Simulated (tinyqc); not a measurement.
Vacuum evaporation: vapour pressure, source flux, thickness distribution, purity and step coverage: one step, computed by the program tinyqc.

Molecular flow, unit sticking of the metal, no re-evaporation. The background gas is taken as water vapour (18.015 g/mol, collision diameter 0.37 nm) at 300 K.

Problem. Vapour pressure and flux. log10(p_v/Pa) = A - B/T; flux from the surface Phi = p_v/sqrt(2 pi m k_B T), m = M u. Mass loss = Phi x area x m; heat of evaporation = ln(10) R B; d ln Phi/dT = ln(10) B/T^2 - 1/(2 T).

Inputs (values chosen for the exercise, modelled on silver, with constants for the liquid): molar mass M = 107.87 g/mol; vapour-pressure constant A = 10.79; vapour-pressure constant B = 13870 K; source temperature T = 1410 K; source area = 2.9 cm^2.

Constants: u = 1.6605390666e-27 kg; k_B = 1.380649e-23 J/K; R = 8.314462618 J/(mol K).

Give: vapour pressure p_v; flux Phi; mass loss; heat of evaporation; change of flux per kelvin.

Solution.

vapour pressure p_v = 8.977 Pa

flux Phi = 6.065e+18 1/(cm^2 s)

mass loss = 11.34 g/h

heat of evaporation = 265.5 kJ/mol

change of flux per kelvin = 1.571 %/K

Holding the rate to 1 % needs the temperature to about 0.64 K.
